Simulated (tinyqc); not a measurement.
Carrier statistics of a doped semiconductor with parabolic bands, step by step. Values are carried at full precision from step to step, so a last printed digit may differ when a step is redone from the rounded ones.

Constants: kB = 8.617333262e-05 eV/K; hbar^2/2m0 = 3.80998211 eV angstrom^2.

Values chosen for the exercise (near those of Si; the results hold for these values, not for the real material):
```
symbol  value     unit    meaning
Eg0     1.189     eV      gap at 0 K
al      0.000471  eV/K    Varshni alpha
be      670       K       Varshni beta
T       350       K
ml      0.934     m0      longitudinal electron mass
mt      0.181     m0      transverse electron mass
Mv      6                 equivalent valleys
mhh     0.568     m0      heavy-hole mass
mlh     0.162     m0      light-hole mass
ND      1.4e+16   1/cm^3  donors
NA      4.7e+15   1/cm^3  acceptors
ED      0.0459    eV      donor level below Ec
EA      0.0473    eV      acceptor level above Ev
```

## Gap and thermal energy

Eg(T) = Eg0 - al T^2/(T + be) (Varshni).

Eg = 1.13243 eV
kT = 0.030161 eV

The gap has shrunk by 56.6 meV from 0 K and is 37.5 kT wide.

## Effective densities of states

m_de = Mv^(2/3) (ml mt^2)^(1/3); m_dh = (mhh^(3/2) + mlh^(3/2))^(2/3); N = 2 (m kB T/(4 pi c))^(3/2) with c = hbar^2/2m0, in 1/angstrom^3; times 1e24 for 1/cm^3.

m_de = 1.0328 m0
m_dh = 0.6243 m0
Nc = 3.3189e+19 1/cm^3
Nv = 1.5599e+19 1/cm^3

The light holes supply 13.2 % of Nv, and Nc/Nv = 2.13.

## Intrinsic density and level

With Boltzmann statistics ni = sqrt(Nc Nv) exp(-Eg/2kT) and Ei = Eg/2 + (kT/2) ln(Nv/Nc), counted from Ev.

ni = 1.60e+11 1/cm^3
Ei = 0.5548 eV

Ei lies 11.4 meV below midgap, towards the band with the smaller density of states.

## Neutrality by bisection

Energies are counted from Ev, so Ec = Eg. n = Nc F_1/2((EF - Eg)/kT), p = Nv F_1/2(-EF/kT), ND+ = ND/(1 + 2 exp((EF - Eg + ED)/kT)), NA- = NA/(1 + 4 exp((EA - EF)/kT)); neutrality asks p + ND+ = n + NA-. F_j(eta) = (1/Gamma(j + 1)) integral_0^infinity x^j dx/(1 + exp(x - eta)), which tends to exp(eta) for eta << 0.

Start from the bracket [-0.2 eV, Eg + 0.2 eV]; at the midpoint EF take the sign of p + ND+ - n - NA-; where it is positive EF must rise. Fourteen steps are shown.

Bisection (eV, 1/cm^3):
```
step       low     high       EF         n         p       ND+       NA-  sign
1     -0.20000  1.33243  0.56622  2.33e+11  1.10e+11  1.40e+16  4.70e+15     +
2      0.56622  1.33243  0.94933  7.66e+16  3.34e+05  1.37e+16  4.70e+15     -
3      0.56622  0.94933  0.75777  1.34e+14  1.91e+08  1.40e+16  4.70e+15     +
4      0.75777  0.94933  0.85355  3.20e+15  7.99e+06  1.40e+16  4.70e+15     +
5      0.85355  0.94933  0.90144  1.57e+16  1.63e+06  1.39e+16  4.70e+15     -
6      0.85355  0.90144  0.87749  7.08e+15  3.61e+06  1.40e+16  4.70e+15     +
7      0.87749  0.90144  0.88946  1.05e+16  2.43e+06  1.40e+16  4.70e+15     -
8      0.87749  0.88946  0.88348  8.63e+15  2.96e+06  1.40e+16  4.70e+15     +
9      0.88348  0.88946  0.88647  9.53e+15  2.68e+06  1.40e+16  4.70e+15     -
10     0.88348  0.88647  0.88498  9.07e+15  2.82e+06  1.40e+16  4.70e+15     +
11     0.88498  0.88647  0.88572  9.30e+15  2.75e+06  1.40e+16  4.70e+15     -
12     0.88498  0.88572  0.88535  9.19e+15  2.78e+06  1.40e+16  4.70e+15     +
13     0.88535  0.88572  0.88554  9.24e+15  2.77e+06  1.40e+16  4.70e+15     +
14     0.88554  0.88572  0.88563  9.27e+15  2.76e+06  1.40e+16  4.70e+15     -
```

Each step halves the bracket, which is 0.187 meV wide at the last row.

## The neutral state

Solve the neutrality condition for EF to convergence.

EF = 0.8856 eV
n = 9.26e+15 1/cm^3
p = 2.76e+06 1/cm^3
ND+ = 1.40e+16 1/cm^3
NA- = 4.70e+15 1/cm^3

The material is n-type; 99.7 % of the donors are ionised. EF lies 8.18 kT inside the gap from the conduction edge, so Boltzmann statistics would serve; n p/(Nc Nv exp(-Eg/kT)) = 1.000.

## Checks

- F_1/2(1) by the trapezoid rule against adaptive quadrature: both 1.575641.
- Positive against negative charge at the solution (1/cm^3): both 1.39643e+16.

(tinyqc, `OMP_NUM_THREADS=1 python tinyqc.py 1650697 1650698 out.jsonl`, Intel(R) Xeon(R) Processor @ 2.30GHz, 1 thread, shared host, about 0.01 s.)
